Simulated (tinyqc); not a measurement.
Electron-beam lithography: double-Gaussian proximity function, edge placement and dose correction for parallel lines: one step, computed by the program tinyqc.

Lines are infinitely long. Absorbed energy is counted so that the middle of a very large area written at dose 1 receives 1; the resist develops where it exceeds 1/2.

Question. Interaction matrix. f(r) = [exp(-r^2/alpha^2)/alpha^2 + eta exp(-r^2/beta^2)/beta^2]/(pi (1 + eta)). A line from a to b at dose d gives E(x) = d [S(alpha) + eta S(beta)]/(1 + eta), S(s) = [erf((b - x)/s) - erf((a - x)/s)]/2. M_ij is the mean of E at the two edges of line i from line j at dose 1.

Inputs (values chosen for the exercise, of the order of those for 20 keV electrons in resist on silicon): forward range alpha = 0.011 micrometre; backscatter range beta = 2 micrometre; backscatter ratio eta = 1.1.

Lines (micrometre):
```
line  left edge  right edge  centre
1         0.000       2.400  1.2000
2         2.540       2.616  2.5780
3         4.416       4.646  4.5310
4         4.722       4.791  4.7565
```

Give: M.

Answer.

M:
```
         1        2        3        4
1  0.47651  0.00664  0.00557  0.00129
2  0.21776  0.24932  0.01311  0.00311
3  0.03450  0.00434  0.27193  0.01003
4  0.02488  0.00343  0.03351  0.24829
```
